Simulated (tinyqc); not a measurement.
Holstein polaron on two sites: one step, computed by the program tinyqc.

One electron on sites 1 and 2: H = -t (c1+ c2 + c2+ c1) + hbar omega sum_i b_i+ b_i - g hbar omega sum_i n_i (b_i + b_i+). The symmetric phonon shifts the energy by -g^2 hbar omega/2 and drops out; with b = (b_1 - b_2)/sqrt(2) there remains H = -t sigma_x + hbar omega b+ b - (g hbar omega/sqrt(2)) sigma_z (b + b+). Parity splits it into blocks p = +1 and -1 over phonon numbers n. Zero-point energies are left out. Weights Z refer to mode b alone; the displaced symmetric mode multiplies the full zero-phonon weight by exp(-g^2/2).

Task: Levels in the small basis. Diagonalise H; the eigenvector has its largest component positive; Z is the weight of n = 0.

H, even block (meV):
```
          1         2         3         4         5         6
1  -10.2576   -8.6960    0.0000    0.0000    0.0000    0.0000
2   -8.6960   79.6424  -12.2980    0.0000    0.0000    0.0000
3    0.0000  -12.2980  132.7424  -15.0619    0.0000    0.0000
4    0.0000    0.0000  -15.0619  222.6424  -17.3920    0.0000
5    0.0000    0.0000    0.0000  -17.3920  275.7424  -19.4448
6    0.0000    0.0000    0.0000    0.0000  -19.4448  365.6424
```

Give: levels; lowest eigenvector; Z in the small basis.

Result:

levels (meV): -11.1  77.7  133.0  219.6  277.2  369.8

lowest eigenvector: 0.9953  0.0965  0.0083  0.0005  0.0000  0.0000

Z in the small basis = 0.9906
